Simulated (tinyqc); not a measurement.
Long-channel MOSFET, surface-potential model: one step of the calculation.

n-channel transistor on a uniformly doped p-type body, gradual-channel approximation, constant mobility, Boltzmann statistics, full ionisation. Potentials are counted from the neutral body; V is the electron quasi-Fermi potential, Vsb at the source and Vsb + Vds at the drain. Charges are magnitudes per area.

Task. Surface potential at the source by Newton steps. With V = Vsb: G = psi - Vt + Vt e, e = exp((psi - 2 phiF - Vsb)/Vt); f = Vgs + Vsb - Vfb - psi - gamma sqrt(G); f' = -1 - gamma (1 + e)/(2 sqrt(G)); psi(new) = psi - f/f'.

Parameters, values chosen for the exercise; material values those of a made-up semiconductor:
- T = 325 K (temperature)
- Vfb = -0.67 V (flat-band voltage)
- Vsb = 0 V (source-body reverse bias)
- Vgs = 0.93 V (gate-source voltage)

Constants: q = 1.602176634e-19 C, kB = 1.380649e-23 J/K, Vt = kB T/q. Results are converted to the units shown.

psi after iteration 1 = 0.86675150 V
phiF = 0.34999513 V
gamma = 0.29081337 V^0.5

Give: G; f; f'; psi after iteration 2.

Result.

G = 11.63 V
f = -0.2587 V
f' = -17.47
psi after iteration 2 = 0.8519 V

Numbers from tinyqc (`OMP_NUM_THREADS=1 python tinyqc.py 2360170 2360171 out.jsonl`; about 0.04 s on one thread of a shared Intel Xeon 2.30GHz).
